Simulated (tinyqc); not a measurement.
# MOS capacitor on a p-type substrate, surface potential from the exact charge relation: what changes with what

Uniform p-type substrate, Boltzmann statistics, full ionisation, classical densities. psi is the surface potential against the body (positive when the bands bend down) and u = psi/Vt. Traps are spread evenly over the gap and neutral at flat band, so their charge is -q Dit psi; the minority quasi-Fermi level is shifted by Vb.

Values chosen for this exercise; band and dielectric values close to those of gallium nitride:
```
symbol    value         unit                                                                 meaning
T           300            K                                                             temperature
Eg          3.4           eV                                                                band gap
eps_r      9.41                                                                relative permittivity
Nc      2.31e18        cm^-3                                  conduction-band density of states at T
Nv      4.66e19        cm^-3                                     valence-band density of states at T
chi        4.08           eV                                                       electron affinity
N        6.4e15        cm^-3                                       acceptor density of the substrate
eox         3.9               relative permittivity of the gate insulator (close to silicon dioxide)
tox         1.8           nm                                                     insulator thickness
phiM       4.32           eV                                                      gate work function
Nf            0        cm^-2                            fixed charge at the interface, in units of q
Dit           0  cm^-2 eV^-1                                              density of interface traps
Vb          1.6            V                    reverse bias of the inversion layer against the body
```

Constants: q = 1.602176634e-19 C, kB = 1.380649e-23 J/K, Vt = kB T/q, eps0 = 8.8541878128e-14 F/cm where lengths are in cm. Results are converted to the units shown.

Each table varies one quantity; the others keep the values above.

## Capacitance-voltage curves

ni = sqrt(Nc Nv) exp(-Eg/(2 Vt)), Eg in volts; phiF = Vt ln(N/ni); Cox = eps0 eox/tox; Vfb = phiM - chi - (Eg - Vt ln(Nv/N)) - q Nf/Cox; Q0 = sqrt(2 eps0 eps_r q N Vt); r = (ni/N)^2 exp(-Vb/Vt); VT = Vfb + [(2 phiF + Vb)(1 + q Dit/Cox) + sqrt(2 eps0 eps_r q N (2 phiF + Vb))/Cox]. u = psi/Vt; F^2 = exp(-u) + u - 1 + r (exp(u) - u - 1); Qs = -sign(u) Q0 F; Cs = -dQs/dpsi = (Q0/Vt) |1 - exp(-u) + r (exp(u) - 1)|/(2 F). psi solves Vg = Vfb + psi + (q Dit psi - Qs)/Cox. Low frequency: 1/C_LF = 1/Cox + 1/(Cs + q Dit). High frequency, in the simple estimate in which traps and minority carriers do not follow: 1/C_HF = 1/Cox + 1/Cd, Cd being Cs with r = 0 at the same psi. Deep depletion: r = 0 and Dit = 0 both in the equation for psi and in Cs. Minority sheet density N_inv = (Q0/(2 q)) int_0^u r (exp(t) - 1)/F(t) dt for u > 0. N_inv under 1 cm^-2 is printed as 0. Regimes: accumulation when majority carriers gather, then depletion up to |psi| = phiF + Vb, weak inversion up to 2 phiF + Vb, strong inversion beyond.

Capacitance-voltage curves:
```
Vg (V)  psi (V)  C_LF/Cox  C_HF/Cox  C_deep/Cox  N_inv (cm^-2)            regime
-3.78   -0.2652    0.9188    0.9188      0.9188              0      accumulation
-3.07   -0.1112    0.3709    0.3709      0.3709              0      accumulation
-2.37    0.5446   0.01474   0.01474     0.01474              0         depletion
-1.66     1.246  0.009658  0.009658    0.009658              0         depletion
-0.95     1.950  0.007706  0.007706    0.007706              0         depletion
-0.25     2.645  0.006613  0.006613    0.006613              0         depletion
0.46      3.351  0.005874  0.005874    0.005874              0    weak inversion
1.17      4.057  0.005337  0.005337    0.005337              0    weak inversion
1.87      4.740    0.3099  0.004937    0.004931       1.549e11  strong inversion
2.58      4.886    0.9231  0.004863    0.004600       6.907e12  strong inversion
```

C_LF/Cox is lowest, 0.00534, at Vg = 1.17 V (weak inversion) among the rows listed and is 0.923 in the last row, where C_HF/Cox is 0.00486 and the deep-depletion value 0.00460. Vfb = -2.93 V, where C_HF/Cox = 0.0866 (Cox in series with eps0 eps_r/LD), and VT = 1.73 V. In strong accumulation and inversion degeneracy and confinement, left out here, lower the capacitance.

## Effect of the acceptor density of the substrate on threshold and swing

ni = sqrt(Nc Nv) exp(-Eg/(2 Vt)), Eg in volts; phiF = Vt ln(N/ni); Cox = eps0 eox/tox; Vfb = phiM - chi - (Eg - Vt ln(Nv/N)) - q Nf/Cox; VT = Vfb + [(2 phiF + Vb)(1 + q Dit/Cox) + sqrt(2 eps0 eps_r q N (2 phiF + Vb))/Cox]. gamma = sqrt(2 eps0 eps_r q N)/Cox; Wm = sqrt(2 eps0 eps_r (2 phiF + Vb)/(q N)); m = 1 + (eps0 eps_r/Wm + q Dit)/Cox; swing m Vt ln 10; Cmin/Cox = 1/(1 + Cox Wm/(eps0 eps_r)).

Effect of the acceptor density of the substrate on threshold and swing:
```
N (cm^-3)  Vfb (V)  2 phiF (V)  gamma (V^0.5)  VT (V)  Wm (nm)       m  swing (mV/decade)   Cmin/Cox
1e15       -2.8821      2.9219      0.0085172  1.6579   2168.6  1.0020             59.646  0.0019987
3.4e15     -2.9137      2.9852       0.015705  1.7050   1184.3  1.0037             59.745  0.0036538
1.1e16     -2.9441      3.0459       0.028248  1.7627   662.77  1.0066             59.916  0.0065102
3.8e16     -2.9761      3.1100       0.052504  1.8478   359.04  1.0121             60.246   0.011952
1.3e17     -3.0079      3.1736       0.097111  1.9778   195.42  1.0222             60.849   0.021741
4.4e17     -3.0395      3.2366        0.17866  2.1900   106.92  1.0406             61.944   0.039033
1.5e18     -3.0712      3.3000        0.32987  2.5590   58.288  1.0745             63.962   0.069343
5e18       -3.1023      3.3623        0.60226  3.2016   32.128  1.1352             67.573    0.11908
```

What does the comparison show?

As N goes from 1e15 to 5e18, VT rises from 1.66 to 3.20 V, the swing rises from 59.6 to 67.6 mV/decade and Cmin/Cox rises from 0.00200 to 0.119. Of the change of VT by 1.54 V, -0.220 V comes from Vfb and 1.76 V from the band bending and the charge it takes. gamma goes as N^(0.50) and Wm as N^(-0.49); phiF, which grows slowly with N, keeps the latter from -1/2.

## Effect of the gate work function on threshold and swing

Same model as above.

The same in every row: 2 phiF (V) = 3.018; gamma (V^0.5) = 0.02155; Wm (nm) = 866.3; m = 1.005; swing (mV/decade) = 59.82; Cmin/Cox = 0.004988.

Results:
```
phiM (eV)  Vfb (V)  VT (V)
4.08        -3.170   1.494
4.28        -2.970   1.694
4.68        -2.570   2.094
4.88        -2.370   2.294
5.08        -2.170   2.494
5.28        -1.970   2.694
```

Estimate the missing row, phiM = 4.48 eV.

Computed row:
```
phiM (eV)  Vfb (V)  VT (V)
4.48        -2.770   1.894
```

With this row back in the table: As phiM goes from 4.08 to 5.28, VT rises from 1.49 to 2.69 V, the swing stays at 59.8 mV/decade and Cmin/Cox stays at 0.00499. The whole change of VT is that of Vfb: the curve shifts rigidly.

Numbers from tinyqc (`OMP_NUM_THREADS=1 python tinyqc.py 2060119 2060120 out.jsonl`; about 0.01 s on one thread of a shared Intel Xeon 2.30GHz).
